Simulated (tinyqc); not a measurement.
# Long-channel MOSFET, surface-potential model: effect of the insulator thickness

n-channel transistor on a uniformly doped p-type body, gradual-channel approximation, constant mobility, Boltzmann statistics, full ionisation. Potentials are counted from the neutral body; V is the electron quasi-Fermi potential, Vsb at the source and Vsb + Vds at the drain. Charges are magnitudes per area.

ni = sqrt(Nc Nv) exp(-Eg/(2 Vt)), Eg in volts; phiF = Vt ln(Na/ni); Cox = eps0 eox/tox; gamma = sqrt(2 q eps0 eps_r Na)/Cox. The surface potential psi at channel potential V solves Vgs + Vsb - Vfb - psi = gamma sqrt(G), G = psi - Vt + Vt exp((psi - 2 phiF - V)/Vt). Charge sheet: Qi = Cox gamma [sqrt(G) - sqrt(psi - Vt)]; I = mu (W/L) [integral of Qi dpsi from psi_0 to psi_L (drift) + Vt (Qi0 - QiL) (diffusion)], with psi_0 at V = Vsb and psi_L at V = Vsb + Vds. VT = Vfb + 2 phiF + gamma sqrt(2 phiF + Vsb), m = 1 + gamma/(2 sqrt(2 phiF + Vsb)). The swing is 20 mV/log10[I(VT - 0.14 V)/I(VT - 0.16 V)] of the charge-sheet current at the given Vds.

Values chosen for this exercise; material values close to those of silicon:
```
symbol,value,unit,meaning
T,400,K,temperature
Eg,1.14,eV,band gap
eps_r,11.9,,relative permittivity of the semiconductor
Nc,4.34e19,cm^-3,conduction-band density of states at T
Nv,4.11e19,cm^-3,valence-band density of states at T
Na,6.5e16,cm^-3,acceptor density of the body
eox,25.8,,relative permittivity of the gate insulator
Vfb,-0.93,V,flat-band voltage
mu,410,cm^2/(V s),channel mobility
W,1,um,gate width
L,5,um,gate length
Vsb,0.5,V,source-body reverse bias
Vgs,0.46,V,gate-source voltage
Vds,0.05,V,drain-source voltage
```

Constants: q = 1.602176634e-19 C, kB = 1.380649e-23 J/K, Vt = kB T/q, eps0 = 8.8541878128e-14 F/cm where lengths are in cm. Results are converted to the units shown.

Results:

| tox (nm) | gamma (V^0.5) | VT (V) | m | swing (mV/decade) | I at Vgs, Vds (uA) |
|---|---|---|---|---|---|
| 12 | 0.07782 | -0.1515 | 1.036 | 83.90 | 2.550 |
| 17 | 0.1102 | -0.1160 | 1.050 | 85.21 | 1.729 |
| 22 | 0.1427 | -0.08063 | 1.065 | 86.51 | 1.260 |
| 41 | 0.2659 | 0.05398 | 1.122 | 91.47 | 0.4795 |
| 55 | 0.3567 | 0.1532 | 1.163 | 95.12 | 0.2416 |
| 74 | 0.4799 | 0.2878 | 1.220 | 100.1 | 0.07467 |

Estimate the missing row, tox = 30 nm.

Computed row:

| tox (nm) | gamma (V^0.5) | VT (V) | m | swing (mV/decade) | I at Vgs, Vds (uA) |
|---|---|---|---|---|---|
| 30 | 0.1945 | -0.02395 | 1.089 | 88.60 | 0.8177 |

With this row back in the table: As tox goes from 12 to 74 nm, VT rises from -0.151 to 0.288 V, the swing rises from 83.9 to 100 mV a decade and the current falls from 2.55 to 0.0747 uA. The swing is 2.1 % above m Vt ln 10 in the first row and 3.4 % above it in the last. For tox = 12 to 22 nm the surface electron density at the source passes 0.3 Nc, where degeneracy and quantisation, left out here, matter.

tinyqc, about 0.08 s, one thread, Intel Xeon 2.30GHz (shared host): `OMP_NUM_THREADS=1 python tinyqc.py 2360167 2360168 out.jsonl`
